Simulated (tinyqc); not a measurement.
Nanosheet or nanowire with hard walls, valleys of the Ge type, step by step. Values are carried at full precision from step to step, so a last printed digit may differ when a step is redone from the rounded ones.

Four ellipsoidal valleys along <111>: inverse mass tensor w = 1/mt + (1/ml - 1/mt) a a^T with a the unit axis. Device axes: x along the channel, z = [001], y = z x x. The Gamma and Delta valleys are left out; the heavy Delta valleys, about 0.18 eV up, lie lowest once the L levels pass about 0.2 eV.

Constants: hbar^2/2m0 = 3.80998211 eV angstrom^2; hbar = 6.58211957e-16 eV s; e^2/h = 3.874045865e-05 S; kB = 8.617333262e-05 eV/K.

Parameters, chosen for this exercise (near those of Ge; shifted at random, so the results belong to these values and not to a real crystal):
```
symbol   value  unit      meaning
ml       1.559  m0        longitudinal mass
mt       0.081  m0        transverse mass
channel  110              transport direction x on a (001) wafer
W        115    angstrom  width, along y
H        78     angstrom  height, along z = [001]
dE       0.145  eV        EF above the lowest subband edge
T        300    K         temperature
g_all    4                number of valleys
```

## Valley masses for a [110] channel

Rotate w into the device axes and group equal valleys (|w_yz| counts); order by w_zz, then w_yy. 1/m_x = w_xx - w_xc w_c^-1 w_cx with c the block (y, z).

Valleys:
```
group  valleys g     w_yy    w_zz  |w_yz|  m_x (m0)
A              2   4.5429  8.4443  5.5174    0.0810
B              2  12.3457  8.4443  0.0000    1.0663
```

The lightest transport mass, 0.081 m0, belongs to group A.

## One-dimensional subbands

Hard walls around a W x H rectangle. The block w_c of w in (y, z) confines; the transport mass follows from 1/m_x = w_xx - w_xc w_c^-1 w_cx. The cross-section problem c (w_yy ky^2 + 2 w_yz ky kz + w_zz kz^2), c = hbar^2/2m0, is solved in products sin(n pi y/W) sin(l pi z/H), n, l = 1 to 12; if w_yz = 0 the levels are c pi^2 (w_yy n^2/W^2 + w_zz l^2/H^2). The w_yz term couples (n, l) to (n', l') by -2 c w_yz D_nn'(W) D_ll'(H) with D_nm(L) = 4 n m/(L (n^2 - m^2)) for n + m odd and 0 otherwise.

The ten lowest levels of all groups together, numbered within each group.

Subbands:
```
label  valleys g  m_x (m0)  E (eV)
A1             2    0.0810  0.0565
A2             2    0.0810  0.0689
B1             2    1.0663  0.0873
A3             2    0.0810  0.0883
A4             2    0.0810  0.1125
A5             2    0.0810  0.1392
A6             2    0.0810  0.1675
B2             2    1.0663  0.1926
A7             2    0.0810  0.1991
A8             2    0.0810  0.2143
```

The lowest subband is A1; the number of further ones in the list within kB T = 25.9 meV of it at 300 K is 1.

## Modes, density and velocity at zero temperature

With EF = E_lowest + dE, each subband below EF has k_F = sqrt(m_x (EF - E)/c), carries n = 2 g k_F/pi electrons per length (spin included), moves at v = 2 c k_F/(hbar m_x) and adds 2 g e^2/h to the ballistic conductance; c = hbar^2/2m0, 1 angstrom/s = 1e-8 cm/s.

Occupied subbands:
```
label  k_F (1/angstrom)  n (1/nm)  v (1e7 cm/s)
A1               0.0555     0.707          7.94
A2               0.0531     0.676          7.59
B1               0.1788     2.276          1.94
A3               0.0490     0.624          7.01
A4               0.0435     0.554          6.22
A5               0.0364     0.463          5.20
A6               0.0269     0.342          3.84
B2               0.0498     0.634          0.54
A7               0.0071     0.091          1.02
```

total n = 6.368 1/nm
ballistic conductance = 1394.7 microsiemens

EF lies below the last listed level, so the count is complete for these valleys (other families, and non-parabolicity above about 0.2 eV, are left out): 9 subbands with 18 valley modes. The Fermi velocity, averaged with the densities as weights, is 4.26 x 1e7 cm/s; the mean over all filled states moving one way is half of it.

## Threshold shift from confinement

Without degeneracy the line density is N1 exp((EF - Ec)/kB T) with N1 = sum 2 g sqrt(m_x kB T/(4 pi c)) exp(-E/kB T), here over n, l up to 80 where w_yz = 0 and over all levels of a 12 x 12 sine basis otherwise; the classical value is W H Nc with Nc = 2 g_all (m_dos kB T/(4 pi c))^(3/2), m_dos = (ml mt^2)^(1/3); dVt = kB T ln(W H Nc/N1).

Form N1, W H Nc and dVt.

N1 = 0.09558 1/nm
W H Nc = 0.9106 1/nm
dVt = 58.3 mV

## Checks

- Lowest level of group A on a 40 x 40 difference grid against the sine basis, eV: 0.057 against 0.056.

Run: tinyqc, `OMP_NUM_THREADS=1 python tinyqc.py 1252040 1252041 out.jsonl`; Intel(R) Xeon(R) Processor @ 2.30GHz, one thread, shared host; about 0.2 s of CPU time with all checks.
